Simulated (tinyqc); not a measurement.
# Changing the temperature T

Model: classical Heisenberg spin chain: exact results, Metropolis, heat-bath and over-relaxation steps, and a Monte Carlo run. Computed by tinyqc, a small Python program. Command: `OMP_NUM_THREADS=1 python tinyqc.py 3130021 3130022 out.jsonl heismc sweep`. One thread of a shared host (Intel(R) Xeon(R) Processor @ 2.30GHz), about 0.01 s of CPU time with the checks.

E = -J sum_i s_i . s_(i+1) for unit vectors s_i on an open chain; K = J/(k_B T).

Inputs (values chosen for the exercise, for a model chain of large moments): coupling J = 4.8 meV; moment mu = 6 mu_B.

Constants: k_B = 8.617333262e-05 eV/K; mu_B = 5.7883818060e-05 eV/T.

Method. Each bond angle is independent, so u = <s_i . s_(i+1)> = coth K - 1/K, <s_i . s_(i+n)> = u^n, correlation length xi = -1/ln|u|, energy per bond -J u, heat capacity per bond c/k_B = 1 - K^2/sinh^2 K, and for the long chain chi = mu^2 (1 + u)/(3 k_B T (1 - u)) per spin.

One run for each value:
```
temperature T (K)  chi (mu_B/T per spin)  xi (sites)  heat capacity (k_B/bond)        u
2.88                          1.0546e+02      18.836                    1.0000  0.94830
4.96                          3.4876e+01      10.722                    1.0000  0.91095
8.54                          1.1369e+01       6.009                    0.9996  0.84669
14.70                         3.6234e+00       3.279                    0.9706  0.73712
25.30                         1.1652e+00       1.782                    0.7568  0.57057
43.60                         4.1704e-01       1.050                    0.4038  0.38571
75.20                         1.7426e-01       0.697                    0.1644  0.23832
129.00                        8.3197e-02       0.513                    0.0599  0.14217
223.00                        4.2682e-02       0.402                    0.0205  0.08292
384.00                        2.3121e-02       0.330                    0.0070  0.04828
```

Describe and explain the trends.

Over the rows, chi (mu_B/T per spin) falls from 105 to 0.0231 (exponent d ln y / d ln x -2.0 between the first rows and -1.1 between the last); xi (sites) falls from 18.8 to 0.330 (exponent d ln y / d ln x -1.0 between the first rows and -0.36 between the last); heat capacity (k_B/bond) falls from 1.00 to 0.00698. At the low end the exponent of chi is -2.04, close to -2: chi goes as xi/T with xi as 1/T. At the low end the exponent of xi is -1.04, close to -1: xi grows as K.
